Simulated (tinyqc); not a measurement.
# Gap and radiative efficiency from Jsc and Voc

Problem. Photon flux above E from a black body at temperature T into a hemisphere: Phi(E, T) = A sum_k exp(-k E/th)[E^2 th/k + 2 E th^2/k^2 + 2 th^3/k^3], k = 1, 2, ..., with th = kB T/q in eV and A = 2 pi q^3/(h^3 c^2). A cell with a sharp absorption edge has Jsc = q fs X Phi(Eg, Ts) and Voc = Vt ln(1 + Jsc/J0), J0 = q ge Phi(Eg, T)/ERE. Find Eg and ERE.

Parameters, values chosen for the exercise:
```
symbol,value,unit,meaning
T,320,K,cell temperature
Ts,5760,K,temperature of the black-body sun
fs,2.16e-5,,share of the hemisphere filled by the sun
X,100,,concentration
ge,1,,number of faces that emit
```

Constants: q = 1.602176634e-19 C, kB = 1.380649e-23 J/K, h = 6.62607015e-34 J s, c = 299792458 m/s, Vt = kB T/q. Results are converted to the units shown.

Jsc = 3258.38929 mA/cm^2
Voc = 1.38554820 V

Answer. Phi falls steadily with E, so Jsc fixes Eg; Voc gives J0, and its ratio to the radiative dark current is 1/ERE.

Eg = 1.58 eV
ERE = 0.300

Program tinyqc, `OMP_NUM_THREADS=1 python tinyqc.py 2820030 2820031 out.jsonl`; Intel Xeon 2.30GHz, shared host, one thread, about 0.01 s.
